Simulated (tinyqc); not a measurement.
Thermal stress and diffusional relaxation in a metal film: Coble and Nabarro-Herring creep, cooling and holds: one step, computed by the program tinyqc.

A thin film on a rigid substrate is stress-free at T0. Tension is positive and the film creeps linearly: d sigma/dt = -M (mismatch) dT/dt - sigma/tau.

Question. Creep at the hold temperature. Creep rate per stress: Nabarro-Herring 14 D Omega/(k_B T d^2), Coble (14 pi) delta D_b Omega/(k_B T d^3), with D = D0 exp(-E/(k_B T)), delta D_b = (delta D_b)0 exp(-E_b/(k_B T)); 1/tau = M x (sum of both)/2 (biaxial strain rate is half the uniaxial one). Temperatures in kelvin are T(C) + 273.15. sigma(t) = sigma_0 exp(-t/tau), relaxed part sigma_0 - sigma(t); the grain size where both mechanisms are equal is pi delta D_b/D.

Inputs (values chosen for the exercise, modelled on copper films on silicon):

| quantity | value | unit |
|---|---|---|
| biaxial modulus M | 178 | GPa |
| atomic volume Omega | 11.8 | angstrom^3 |
| lattice prefactor D0 | 1.4e-05 | m^2/s |
| lattice energy E | 2.04 | eV |
| boundary prefactor (delta D_b)0 | 4.1e-15 | m^3/s |
| boundary energy E_b | 1.1 | eV |
| grain size d | 1.1 | um |
| stress-free temperature T0 | 300 | C |
| hold temperature T | 170 | C |
| hold time t | 2.2 | h |

stress after a quench sigma_0 = 335.53 MPa

Constants: k_B = 1.380649e-23 J/K; k_B = 8.617333262e-05 eV/K.

Give: Nabarro-Herring rate; Coble rate; relaxation time tau; stress after the hold; stress relaxed during the hold; crossover grain size.

Answer.

Nabarro-Herring rate = 1.970e-24 1/(Pa s)

Coble rate = 8.077e-17 1/(Pa s)

relaxation time tau = 38.64 h

stress after the hold = 317.0 MPa

stress relaxed during the hold = 18.57 MPa

crossover grain size = 4.509e+07 um

Coble creep is 4.1e7 times as fast as Nabarro-Herring creep at this grain size. The crossover size is formal, far above any film grain. Caution: bulk creep laws overstate relaxation in a bonded film, where the substrate constrains boundary diffusion, and dislocation glide is left out.
